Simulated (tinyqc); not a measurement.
# Worked calculation: long-channel MOSFET, surface-potential model

Program tinyqc, `OMP_NUM_THREADS=1 python tinyqc.py 2360019 2360020 out.jsonl`; Intel Xeon 2.30GHz, shared host, one thread, about 0.03 s. Printed values are rounded.

n-channel transistor on a uniformly doped p-type body, gradual-channel approximation, constant mobility, Boltzmann statistics, full ionisation. Potentials are counted from the neutral body; V is the electron quasi-Fermi potential, Vsb at the source and Vsb + Vds at the drain. Charges are magnitudes per area.

Values chosen for this exercise; material values close to those of silicon: temperature T = 300 K; band gap Eg = 1.12 eV; relative permittivity of the semiconductor eps_r = 11.9; conduction-band density of states at T Nc = 2.81e19 cm^-3; valence-band density of states at T Nv = 2.65e19 cm^-3; acceptor density of the body Na = 7e15 cm^-3; relative permittivity of the gate insulator eox = 3.86; insulator thickness tox = 4.1 nm; flat-band voltage Vfb = -0.36 V; channel mobility mu = 130 cm^2/(V s); gate width W = 20 um; gate length L = 10 um; source-body reverse bias Vsb = 0 V; gate-source voltage Vgs = 0.26 V; drain-source voltage Vds = 0.5 V.

Constants: q = 1.602176634e-19 C, kB = 1.380649e-23 J/K, Vt = kB T/q, eps0 = 8.8541878128e-14 F/cm where lengths are in cm. Results are converted to the units shown.

## Body potential, insulator capacitance and body factor

ni = sqrt(Nc Nv) exp(-Eg/(2 Vt)), Eg in volts; phiF = Vt ln(Na/ni); Cox = eps0 eox/tox; gamma = sqrt(2 q eps0 eps_r Na)/Cox. VT = Vfb + 2 phiF + gamma sqrt(2 phiF + Vsb), m = 1 + gamma/(2 sqrt(2 phiF + Vsb)).

ni = 1.067555e10 cm^-3
phiF = 0.3462479 V
Cox = 0.8335894 uF/cm^2
gamma = 0.05831965 V^0.5
VT = 0.3810272 V
m = 1.035041

## Iteration 1: surface potential at the source by Newton steps

psi at the start (the smaller of 2 phiF + Vsb + 4 Vt and the root without inversion charge) = 0.5767150 V

With V = Vsb: G = psi - Vt + Vt e, e = exp((psi - 2 phiF - Vsb)/Vt); f = Vgs + Vsb - Vfb - psi - gamma sqrt(G); f' = -1 - gamma (1 + e)/(2 sqrt(G)); psi(new) = psi - f/f'.

G = 0.5511564 V
f = -1.145222e-5 V
f' = -1.039724
psi after iteration 1 = 0.5767040 V

## Course of the iteration: surface potential at the source by Newton steps

Stop when psi changes by less than 1e-10 V, or after 40 iterations.

Course of the iteration:
```
iteration    psi (V)  |change| (V)
1          0.5767040       1.10e-5
2          0.5767040      1.12e-12
```

Converged in 2 iterations. The change falls from 1.1e-5 in the first iteration to below the tolerance in the last.

## Charges and current of the charge-sheet model

psi_0 = 0.5767040 V
psi_L = 0.5767151 V

psi_0 and psi_L solve Vgs + Vsb - Vfb - psi = gamma sqrt(G) at V = Vsb and Vsb + Vds. Qi = Cox gamma [sqrt(G) - sqrt(psi - Vt)], G = psi - Vt + Vt exp((psi - 2 phiF - V)/Vt), at both ends. With U = Vgs + Vsb - Vfb: drift = mu (W/L) Cox [U (psi_L - psi_0) - (psi_L^2 - psi_0^2)/2 - (2/3) gamma ((psi_L - Vt)^1.5 - (psi_0 - Vt)^1.5)]; diffusion = mu (W/L) Vt (Qi0 - QiL).

Qi0 = 0.009603747 nC/cm^2
QiL = 3.828689e-11 nC/cm^2
drift current = 1.384001e-8 uA
diffusion current = 6.455178e-5 uA
drain current = 6.456562e-5 uA

Drift carries 0.0214 % of the current. The drain end is pinched off: its charge is under 1 % of that at the source.

## Inversion charge along the channel

V, point 0 to 8 (V): 0  0.0625  0.125  0.1875  0.25  0.3125  0.375  0.4375  0.5

The surface potential psi at channel potential V solves Vgs + Vsb - Vfb - psi = gamma sqrt(G), G = psi - Vt + Vt exp((psi - 2 phiF - V)/Vt). Charge sheet: Qi = Cox gamma [sqrt(G) - sqrt(psi - Vt)]. Pao-Sah: Qi = (Cox gamma/2) integral from 3 Vt to psi of exp((u - 2 phiF - V)/Vt)/sqrt(G(u, V)) du.

```
point    psi (V)  Qi, charge sheet (nC/cm^2)  Qi, Pao-Sah (nC/cm^2)
0      0.5767040                 0.009603747            0.009847209
1      0.5767141                 8.564563e-4            8.781689e-4
2      0.5767150                 7.634329e-5            7.827873e-5
3      0.5767151                 6.804854e-6            6.977369e-6
4      0.5767151                 6.065480e-7            6.219251e-7
5      0.5767151                 5.406441e-8            5.543503e-8
6      0.5767151                 4.819008e-9            4.941178e-9
7      0.5767151                4.295402e-10           4.404298e-10
8      0.5767151                3.828689e-11           3.925753e-11
```

At the source the charge-sheet charge is 2.5 % below the Pao-Sah one.

## Pao-Sah current by Simpson's rule

I = mu (W/L) integral of Qi dV; Simpson's rule on the 9 points, step Vds/8, weights 1, 4, 2, ..., 4, 1 times step/3.

Pao-Sah current = 7.337324e-5 uA

Gauss-Legendre quadrature on many points gives 6.621e-5 uA, so this value is 11 % above it; the charge-sheet current, 6.457e-5 uA, is 2.5 % below it.
